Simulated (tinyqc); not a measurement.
Against doping: dopants and charged point defects at anneal temperature: Fermi-level effect, clustering and pairing. Computed by tinyqc, a small Python program. Command: `OMP_NUM_THREADS=1 python tinyqc.py 3025878 3025879 out.jsonl pairing walk`. One thread of a shared host (Intel(R) Xeon(R) Processor @ 2.30GHz), about 0.01 s of CPU time with the checks.

Boltzmann statistics and full ionisation of active dopants. Energies are counted from the valence band; the defect (a vacancy or self-interstitial) has five charge states, with all degeneracy factors one.

Inputs (values chosen for the exercise, with bands modelled on GaAs):
```
quantity                                         value   unit
gap at 0 K E_g0                                    1.5     eV
Varshni alpha                                 0.000562   eV/K
Varshni beta                                       211      K
electron mass m_e                                0.067    m_0
valleys M_c                                          1      -
hole mass m_h                                    0.547    m_0
anneal temperature T                               940      K
total dopant density N                         5.3e+18  cm^-3
formation enthalpy of the neutral defect H_f       3.2     eV
formation entropy S_f                              7.8    k_B
site density N_s                               2.9e+22  cm^-3
```

Dopant: donor. Second part: pairing with a mobile impurity.

defect levels as fractions of E_g(T): (2+/+), (+/0), (0/-), (-/2-): 0.042  0.058  0.66  0.9

Constants: m_0 = 9.1093837015e-31 kg; k_B = 1.380649e-23 J/K; h = 6.62607015e-34 J s; k_B = 8.617333262e-05 eV/K.

Method:
- E_g = E_g0 - alpha T^2/(T + beta).
- N_c = 2 M_c (2 pi m_e k_B T/h^2)^(3/2) and N_v = 2 (2 pi m_h k_B T/h^2)^(3/2), masses in units of m_0.
- n_i = sqrt(N_c N_v) exp(-E_g/2 k_B T); E_i = E_g/2 + (k_B T/2) ln(N_v/N_c).
- No clustering: A = N.
- n = A/2 + sqrt(A^2/4 + n_i^2) for an active density A.
- chi = n/n_i (for acceptors n_i/p); E_F = E_i + k_B T ln chi; field enhancement h = 1 + A/sqrt(A^2 + 4 n_i^2).
- C_0 = N_s exp(S_f/k_B) exp(-H_f/k_B T). Ratios to the neutral state at E_F = E_i: r_+ = exp((E(+/0) - E_i)/k_B T), r_2+ = r_+ exp((E(2+/+) - E_i)/k_B T), r_- = exp((E_i - E(0/-))/k_B T), r_2- = r_- exp((E_i - E(-/2-))/k_B T); at other E_F state q scales as chi^(-q). The enhancement is sum r_q chi^(-q)/sum r_q. The charge on the defects is left out of neutrality.
- chi = n/n_i; h = 1 + A/sqrt(A^2 + 4 n_i^2); the dopant diffusivity over its intrinsic value is D/D_i = enhancement x h x A/N, if every charge state carries the dopant equally well.

E_g = 1.06856 eV

k_B T = 0.0810029 eV

n_i = 1.59256e+16 cm^-3

E_i = 0.661847 eV

effective density of states N_b of the majority band = 2.41376e+18 cm^-3

neutral defects C_0 = 4.93405e+08 cm^-3

Charge states:
```
state      ratio r  intrinsic (cm^-3)  doped (cm^-3)
2+     2.99206e-07        1.47630e+02    1.33292e-03
+      6.07880e-04        2.99931e+05    9.01230e+02
0      1.00000e+00        4.93405e+08    4.93405e+08
-      5.85172e-01        2.88727e+08    9.60886e+10
2-     1.44408e-02        7.12515e+06    7.89159e+11
```

Trend at the anneal temperature:
```
N (cm^-3)  active A (cm^-3)         chi  defect enhancement  mean charge       D/D_i
4.80e+14           4.80e+14  1.0152e+00          1.0058e+00      -0.3872  1.0210e+00
1.70e+15           1.70e+15  1.0548e+00          1.0210e+00      -0.3971  1.0755e+00
5.80e+15           5.80e+15  1.1985e+00          1.0765e+00      -0.4309  1.2693e+00
2.00e+16           2.00e+16  1.8087e+00          1.3161e+00      -0.5473  2.0159e+00
7.10e+16           7.10e+16  4.6723e+00          2.5306e+00      -0.8308  4.8394e+00
2.50e+17           2.50e+17  1.5761e+01          8.6305e+00      -1.1873  1.7192e+01
8.70e+17           8.70e+17  5.4647e+01          4.7558e+01      -1.5535  9.5084e+01
3.00e+18           3.00e+18  1.8838e+02          3.8976e+02      -1.8201  7.7950e+02
1.10e+19           1.10e+19  6.9072e+02          4.5586e+03      -1.9443  9.1171e+03
```

What follows from these numbers?

Well below n_i = 1.59e16 cm^-3 chi and the enhancement are near 1. At any doping d ln(enhancement)/d ln chi equals minus the mean charge, which goes from -0.39 to -1.94 over the rows. Rows with carriers above N_b lie beyond Boltzmann statistics. Caution: the carrier density exceeds the effective density of states, where Boltzmann statistics understate the shift of E_F and so the density of charged defects (gap narrowing, also left out, works the other way).
